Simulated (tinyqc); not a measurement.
Gain against electron density: polytypes and stacking faults of a tetrahedral semiconductor in an axial Ising model with couplings up to third neighbours. Computed by tinyqc, a small Python program. Command: `OMP_NUM_THREADS=1 python tinyqc.py 3013448 3013449 out.jsonl polytype walk`. One thread of a shared host (Intel(R) Xeon(R) Processor @ 2.30GHz), about 0.01 s of CPU time with the checks.

Each double layer has s = +1 or -1 for the sense of its stacking step; E per pair of atoms = E0 - sum_n J_n <s_i s_(i+n)>, n = 1, 2, 3. Hexagonality h = (1 - <s_i s_(i+1)>)/2.

Inputs (values chosen for the exercise, of the order of those of GaAs for J, a, G and the gaps):
```
quantity                                    value      unit
J1                                           10.2  meV/pair
J2                                         -0.843  meV/pair
J3                                          -0.16  meV/pair
basal lattice constant a                        4  angstrom
binding energy of the fault level E_b       0.098        eV
in-plane mass m                              0.31        m0
effective density of states N_c at 300 K  1.2e+19    1/cm^3
temperature T                                 450         K
```

Host polytype: 3C.

Constants: 1 eV/angstrom^2 = 16.02176634 J/m^2; m_0 = 9.1093837015e-31 kg; hbar = 1.054571817e-34 J s; k_B = 1.380649e-23 J/K; k_B = 8.617333262e-05 eV/K.

Method. Faults in 3C: the sequences intrinsic (-), extrinsic (--), twin boundary (+ turns to -) are put between perfect repeats; k_n = (layers x C_n of the host) - sum_i s_i s_(i+n). gamma = sum k_n J_n/A, A = (sqrt 3/2) a^2; 1 meV/angstrom^2 = 16.02177 mJ/m^2. The fault binds electrons in a two-dimensional band E_b below the conduction edge, g2 = m m0/(pi hbar^2) for one valley. With the Fermi level held by the bulk, eta = ln[n/N_c(T)], N_c(T) = N_c (T/300)^1.5, the grand potential falls by g2 (k_B T)^2 F1(x), x = eta + E_b/(k_B T), F1(x) = integral from 0 to infinity of ln(1 + exp(x - t)) dt; sheet density g2 k_B T ln(1 + e^x). Band bending by the trapped charge is left out, so the gain is an upper bound.

fault coefficients k_n:
```
               J1  J2  J3
intrinsic       4   4   4
extrinsic       4   8   8
twin boundary   2   4   6
```

energy of the glide fault, intrinsic = 42.5369 mJ/m^2

At T:
```
n (1/cm^3)        x  sheet density (1/cm^2)  gain (mJ/m^2)  gain/gamma  gain/gamma at T + 200 K
1.00e+14    -9.7762              2.8514e+08     1.7716e-05  4.1649e-07               2.3001e-07
1.00e+15    -7.4737              2.8507e+09     1.7714e-04  4.1643e-06               2.3000e-06
1.00e+16    -5.1711              2.8435e+10     1.7691e-03  4.1590e-05               2.2993e-05
1.00e+17    -2.8685              2.7735e+11     1.7471e-02  4.1072e-04               2.2915e-04
1.00e+18    -0.5659              2.2583e+12     1.5686e-01  3.6877e-03               2.2190e-03
5.00e+18     1.0435              6.7555e+12     5.8160e-01  1.3673e-02               9.8536e-03
2.00e+19     2.4298              1.2625e+13     1.4073e+00  3.3085e-02               2.9721e-02
```

What does the comparison show, and why?

For x well below 0 the gain is k_B T times the sheet density and linear in n; for x well above 0 the well fills and the gain grows only about as x^2. It stays below the fault energy in all rows; 200 K more changes it by a factor 0.55 at 1e16.
